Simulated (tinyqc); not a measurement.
# Capacitance measurement on a leaky thin oxide: effects of series resistance and leakage: what changes with what

The device is a capacitance C in parallel with a leakage conductance G, in series with Rs and Ls. An impedance meter reports either a parallel pair (Cp, Gp) from Y = 1/Z = Gp + i w Cp or a series pair (Cs, Rm) from Z = Rm + 1/(i w Cs); w = 2 pi f, dissipation D = Gp/(w |Cp|).

Parameters, values chosen for the exercise; values of the order met in thin-oxide MOS capacitors:
- eox = 25.7 (relative permittivity of the gate insulator (close to zirconium oxide))
- tox = 7.2 nm (insulator thickness)
- A = 2500 um^2 (gate area)
- zc = 0.59 nm (oxide-equivalent thickness added by the accumulation layer)
- zp = 0 nm (oxide-equivalent thickness added by gate depletion)
- Jg = 0.0001 A/cm^2 (gate leakage current density, not matched to the thickness)
- Vs = 0.3 V (voltage for an e-fold rise of the leakage)
- Rs = 460 ohm (series resistance)
- Ls = 0 nH (series inductance)
- f = 1e5 Hz (measuring frequency)

Constants: eps0 = 8.8541878128e-14 F/cm where lengths are in cm. Results are converted to the units shown.

Each table varies one quantity; the others keep the values above.

## Readings against frequency

EOT = 3.9 tox/eox; CET = EOT + zc + zp; C = 3.9 eps0 A/CET; G = Jg A/Vs. Z = Rs + i w Ls + 1/(G + i w C); CET read from Cp = 3.9 eps0 A/Cp; errors under 0.001 % are printed as 0.

The same in every row: C (pF) = 51.31.

Readings against frequency:

| f (Hz) | Cp (pF) | Cs (pF) | D | error of Cp (%) | error of Cs (%) | CET read from Cp (nm) |
|---|---|---|---|---|---|---|
| 1000 | 51.31 | 51.34 | 0.02600 | 0 | 0.0668 | 1.683 |
| 3000 | 51.31 | 51.31 | 0.009062 | 0 | 7.42e-3 | 1.683 |
| 10000 | 51.31 | 51.31 | 0.004068 | 0 | 0 | 1.683 |
| 30000 | 51.30 | 51.31 | 0.005310 | -2.75e-3 | 0 | 1.683 |
| 1e5 | 51.29 | 51.31 | 0.01509 | -0.0228 | 0 | 1.683 |
| 3e5 | 51.20 | 51.31 | 0.04457 | -0.198 | 0 | 1.686 |
| 1e6 | 50.20 | 51.31 | 0.1483 | -2.15 | 0 | 1.720 |
| 3e6 | 42.83 | 51.31 | 0.4449 | -16.5 | 0 | 2.016 |
| 1e7 | 16.04 | 51.31 | 1.483 | -68.7 | 0 | 5.383 |
| 3e7 | 2.468 | 51.31 | 4.449 | -95.2 | 0 | 34.98 |

D goes from 0.0260 through a minimum of 0.00407 (at f = 10000 Hz among the rows listed) to 4.45; without inductance its minimum lies at f = sqrt(G (1 + G Rs)/Rs)/(2 pi C) = 13200 Hz. The error of Cp goes from 0 to -95.2 % and that of Cs from 0.0668 to 0 %; at low frequency Cp tends to C/(1 + G Rs)^2 and Cs grows as 1 + (G/(w C))^2. One of the two readings is within 2 % of C for f = 1000, 3000, 10000, 30000, 1e5, 3e5, 1e6, 3e6, 1e7, 3e7 Hz. For f = 1e7, 3e7 D exceeds 1, where the accuracy of real meters degrades in proportion to sqrt(1 + D^2).

## Effect of the gate leakage current density, not matched to the thickness

Same model as above.

The same in every row: C (pF) = 51.31.

Results:

| Jg (A/cm^2) | Cp (pF) | Cs (pF) | D | error of Cp (%) | error of Cs (%) | CET read from Cp (nm) |
|---|---|---|---|---|---|---|
| 1e-5 | 51.29 | 51.31 | 0.01485 | -0.0221 | 0 | 1.683 |
| 0.0001 | 51.29 | 51.31 | 0.01509 | -0.0228 | 0 | 1.683 |
| 0.02 | 51.22 | 51.44 | 0.06657 | -0.175 | 0.267 | 1.686 |
| 0.2 | 50.52 | 65.02 | 0.5358 | -1.54 | 26.7 | 1.709 |
| 2 | 44.25 | 1423 | 5.581 | -13.8 | 2670 | 1.951 |
| 30 | 11.10 | 3.086e5 | 166.8 | -78.4 | 6.01e5 | 7.778 |
| 300 | 0.3284 | 3.086e7 | 9694 | -99.4 | 6.01e7 | 262.9 |

Estimate the missing row, Jg = 0.001 A/cm^2.

Computed row:

| Jg (A/cm^2) | Cp (pF) | Cs (pF) | D | error of Cp (%) | error of Cs (%) | CET read from Cp (nm) |
|---|---|---|---|---|---|---|
| 0.001 | 51.29 | 51.31 | 0.01741 | -0.0296 | 0 | 1.683 |

With this row back in the table: As Jg goes from 1e-5 to 300, the error of Cp goes from -0.0221 to -99.4 %, that of Cs from 0 to 6.01e7 %, and D rises from 0.0149 to 9690. The CET read from Cp goes from 1.68 to 263 nm against the true 1.68 nm. For Jg = 2, 30, 300 D exceeds 1, where the accuracy of real meters degrades in proportion to sqrt(1 + D^2).

Program tinyqc, `OMP_NUM_THREADS=1 python tinyqc.py 2022172 2022173 out.jsonl`; Intel Xeon 2.30GHz, shared host, one thread, about 0.01 s.
